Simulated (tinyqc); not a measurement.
MOS inversion layer, Poisson-Schroedinger loop: effect of the temperature.

Electrons confined at an insulator interface at z = 0, treated as a hard wall; parabolic valleys, Hartree approximation, no image or exchange terms. The depletion charge lies far deeper than the electrons and gives a uniform field q Nd/(eps0 eps_r); the gate balances all charge. Energies are counted from the band edge at the interface.

Schroedinger equation -(C/mz) psi'' + (V0 + U) psi = E psi, C = hbar^2/(2 m0), psi(0) = 0, on a uniform mesh of 800 nodes with a far wall at 32 nm, 8 levels a set; V0 = q Nd z/(eps0 eps_r); dU/dz = q (Ns - integral of n from 0 to z)/(eps0 eps_r), U(0) = 0; N_k = g md m0 q Vt/(pi hbar^2) ln(1 + exp((EF - E_k)/Vt)), g the number of valleys of the set, sum N_k = Ns. Triangular well: E_k = a_k (C F^2/mz)^(1/3), a_1 = 2.338107, a_2 = 4.087949, C = hbar^2/(2 m0), F in eV/nm. Fang-Howard (all electrons in the lowest level of set A): b^3 = 6 (mz1/C) q (Nd + 11 Ns/32)/(eps0 eps_r), centroid 3/b, level C b^2/(4 mz1) + (3/b) q (Nd + 11 Ns/16)/(eps0 eps_r). The centroid adds 3.9 z_av/eps_r to an oxide-equivalent thickness. Shares under 0.0001 % are printed as 0.

Inputs (values chosen for the exercise); masses and permittivity close to those of germanium (100):
- eps_r = 15.8 (relative permittivity)
- mz1 = 0.12 m0 (mass along z of valley set A (4 valley(s)))
- md1 = 0.295 m0 (in-plane density-of-states mass of set A)
- Ns = 1e13 cm^-2 (sheet density of electrons)
- Nd = 8.4e10 cm^-2 (sheet density of depletion charge)

Constants: q = 1.602176634e-19 C, kB = 1.380649e-23 J/K, hbar = 1.054571817e-34 J s, m0 = 9.1093837015e-31 kg, Vt = kB T/q, eps0 = 8.8541878128e-14 F/cm where lengths are in cm, hbar^2/(2 m0) = 0.0380998212 eV nm^2. Results are converted to the units shown.

The same in every row: Fang-Howard centroid (nm) = 3.28.

Result of one run:
```
T (K)  A1 (meV)  A2 (meV)  EF (meV)  share of A1 (%)  share of A2 (%)  centroid z_av (nm)  added oxide equivalent (nm)
20          323       378       343              100                0                3.13                        0.773
```

What becomes of these results when the temperature T is changed from 20 to 50 K, all else the same?

Result of the changed run:
```
T (K)  A1 (meV)  A2 (meV)  EF (meV)  share of A1 (%)  share of A2 (%)  centroid z_av (nm)  added oxide equivalent (nm)
50          323       378       343              100          0.00636                3.13                        0.774
```

The whole series:
```
T (K)  A1 (meV)  A2 (meV)  EF (meV)  share of A1 (%)  share of A2 (%)  centroid z_av (nm)  added oxide equivalent (nm)
20          323       378       343              100                0                3.13                        0.773
50          323       378       343              100          0.00636                3.13                        0.774
77          323       379       343             99.8            0.139                3.15                        0.777
120         323       384       342             99.0            0.816                3.22                        0.795
200         324       397       337             96.3             2.55                3.42                        0.843
300         325       411       327             92.4             4.77                3.68                        0.907
400         327       424       314             88.4             6.81                3.93                        0.969
500         328       434       297             84.5             8.61                4.17                         1.03
```

As T goes from 20 to 500, A1 rises from 323 to 328 meV, the share of A1 falls from 100 to 84.5 % and the centroid rises from 3.13 to 4.17 nm. EF lies more than 2 meV above A1 for T = 20, 50, 77, 120, 200. The Fang-Howard centroid is 4.8 % above the full one in the first row, where A1 holds 100 %, and 21 % below it in the last, where A1 holds 84.5 %.

Computed by the program tinyqc: `OMP_NUM_THREADS=1 python tinyqc.py 2160171 2160172 out.jsonl`, one thread of a shared Intel Xeon 2.30GHz, about 0.8 s for the whole run.
